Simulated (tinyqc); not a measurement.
From results to parameters: Hubbard dimer. Computed by the program tinyqc.

Problem. A two-site Hubbard model with two electrons has its ground state at (U - sqrt(U^2 + 16 t^2))/2, the triplet at 0 and the odd ionic singlet at U. Find t, U and the double occupancy per site.

singlet-triplet splitting = 0.084679 eV
gap from the ground state to the ionic odd singlet = 10.434679 eV

Solution. The difference of the two gaps is U and their product is 4 t^2; the double occupancy per site is (1 - U/sqrt(U^2 + 16 t^2))/4.

t, U (eV): 0.470  10.350
double occupancy per site = 0.0040
